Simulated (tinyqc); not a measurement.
Band offset of a heterojunction with an interface dipole (two-band chains, self-consistent charge): one step. The line-up. Three cases, with inputs chosen for the exercise.

Question. Ev(right) - Ev(left) = D - (G2 - G1)/2 and Ec(right) - Ec(left) = D + (G2 - G1)/2, for D0, for the self-consistent D and for D = 0. Type I: the offsets have opposite signs; type III: one valence edge lies above the other conduction edge; else type II.

Case 1.

Values chosen (out of a larger set: gaps near those of InGaAs and InP; the chains and D0 are free models, so the offsets are not those of the real pair; not measured data):
- G1 = 0.73 eV (gap on the left)
- G2 = 1.37 eV (gap on the right)
- D0 = 0.19 eV (mid-gap of the right side above that of the left, without dipole)

D = 0.074968 eV

Case 2.

Values chosen (out of a larger set: gaps near those of InGaAs and InP; the chains and D0 are free models, so the offsets are not those of the real pair; not measured data):
- G1 = 0.77 eV (gap on the left)
- G2 = 1.31 eV (gap on the right)
- D0 = -0.38 eV (mid-gap of the right side above that of the left, without dipole)

D = -0.118550 eV

Case 3.

Values chosen (out of a larger set: gaps near those of GaN and AlN; the chains and D0 are free models, so the offsets are not those of the real pair; not measured data):
- G1 = 3.32 eV (gap on the left)
- G2 = 6.39 eV (gap on the right)
- D0 = 2.55 eV (mid-gap of the right side above that of the left, without dipole)

D = 2.061538 eV

Give: Offsets (eV).

Answer.

Case 1.

Offsets (eV):
```
case                           D  valence  conduction                 type
no dipole                  0.190   -0.130       0.510  type I (straddling)
self-consistent            0.075   -0.245       0.395  type I (straddling)
neutrality levels aligned  0.000   -0.320       0.320  type I (straddling)
```

The dipole shifts both offsets alike and leaves the type.

Case 2.

Offsets (eV):
```
case                            D  valence  conduction                 type
no dipole                  -0.380   -0.650      -0.110  type II (staggered)
self-consistent            -0.119   -0.389       0.151  type I (straddling)
neutrality levels aligned   0.000   -0.270       0.270  type I (straddling)
```

The dipole changes the type of the junction.

Case 3.

Offsets (eV):
```
case                           D  valence  conduction                 type
no dipole                  2.550    1.015       4.085  type II (staggered)
self-consistent            2.062    0.527       3.597  type II (staggered)
neutrality levels aligned  0.000   -1.535       1.535  type I (straddling)
```

The dipole shifts both offsets alike and leaves the type.

Computed by tinyqc, one run a case: `OMP_NUM_THREADS=1 python tinyqc.py N N+1 out.jsonl` with N = 1481553, 1481555, 1481686; one thread of a shared Intel(R) Xeon(R) Processor @ 2.30GHz, about 0.4 s a run at most.
